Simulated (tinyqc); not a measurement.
Exchange splitting: exchange-split free-electron bands and tunnelling magnetoresistance.

Majority and minority bands E = c k^2/m -/+ Dx/2, c = hbar^2/2m0, so k_up = sqrt(m (EF + Dx/2)/c), k_dn = sqrt(m (EF - Dx/2)/c); n_s = k_s^3/(6 pi^2), D_s = m k_s/(4 pi^2 c).

Barrier: kappa = sqrt(mb phi/c), c = hbar^2/2m0. With a = k1/m, b = k2/m, w = kappa/mb, the transmission at normal incidence is T(k1, k2) = 4 a b w^2/[w^2 (a + b)^2 + (w^2 + a^2)(w^2 + b^2) sinh^2(kappa d)]. Parallel: G_P = T(up, up) + T(dn, dn); antiparallel: G_AP = 2 T(up, dn); TMR = (G_P - G_AP)/G_AP. Julliere: TMR = 2 P^2/(1 - P^2). Slonczewski factor: P_eff = P_k (w^2 - a_up a_dn)/(w^2 + a_up a_dn), P_k = (k_up - k_dn)/(k_up + k_dn).

Constants: hbar^2/2m0 = 3.80998211 eV angstrom^2.

Values chosen for the exercise: EF = 4.49 eV (Fermi energy above the mean band bottom); m = 0.93 m0 (mass in the electrodes); phi = 1.04 eV (barrier height above EF); mb = 0.3 m0 (mass in the barrier); d = 15.2 angstrom (barrier thickness).

Dx takes the listed multiples of 2 EF.

Results:

| Dx/(2 EF) | k_up | k_dn | P_k | P_eff | TMR (%) |
|---|---|---|---|---|---|
| 0.10 | 1.0980 | 0.9932 | 0.0501 | -0.0081 | 0.01 |
| 0.20 | 1.1468 | 0.9364 | 0.1010 | -0.0156 | 0.05 |
| 0.35 | 1.2164 | 0.8440 | 0.1807 | -0.0239 | 0.12 |
| 0.50 | 1.2822 | 0.7403 | 0.2679 | -0.0250 | 0.13 |
| 0.65 | 1.3448 | 0.6194 | 0.3693 | -0.0105 | 0.03 |
| 0.80 | 1.4046 | 0.4682 | 0.5000 | 0.0448 | 0.42 |
| 0.90 | 1.4430 | 0.3311 | 0.6268 | 0.1533 | 4.83 |
| 0.97 | 1.4694 | 0.1813 | 0.7803 | 0.3856 | 34.94 |

What can be read from this table?

P_k rises from 0.050 to 0.780, and TMR goes from 0.01 % to 34.9 %, not steadily: its largest value is 34.94 % at 0.97 and its smallest 0.01 % at 0.1; P_eff changes sign along the table. At Dx = 2 EF the minority band is empty (a half metal) and G_AP vanishes.

(tinyqc, `OMP_NUM_THREADS=1 python tinyqc.py 1651678 1651679 out.jsonl`, Intel(R) Xeon(R) Processor @ 2.30GHz, 1 thread, shared host, about 0.01 s.)
